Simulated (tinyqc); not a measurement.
Inside a calculation. Method: lattice vibrations of a chain. One step of it, computed by the program tinyqc.

Question. Dynamical matrix at q = 0.25. q is in units of 2 pi/a. A spring k from atom i to atom j, n cells on, adds k to Phi_ii and Phi_jj, -k exp(2 pi i q n) to Phi_ij and the conjugate to Phi_ji (for one atom a cell: 2k (1 - cos 2 pi q n)); D_ij = Phi_ij / sqrt(m_i m_j).

A chain moving along its axis:
```
atom                mass (u)  spring to the next atom (eV/angstrom^2)
1                   9.000000                                 3.400000
2                  84.200000                                13.100000
second neighbours          -                                 1.400000
```

Give: D(q).

Answer.

D(q) (eV/(angstrom^2 u)):
```
[[2.1444, -0.1235+0.4759i],
 [-0.1235-0.4759i, 0.2292]]
```
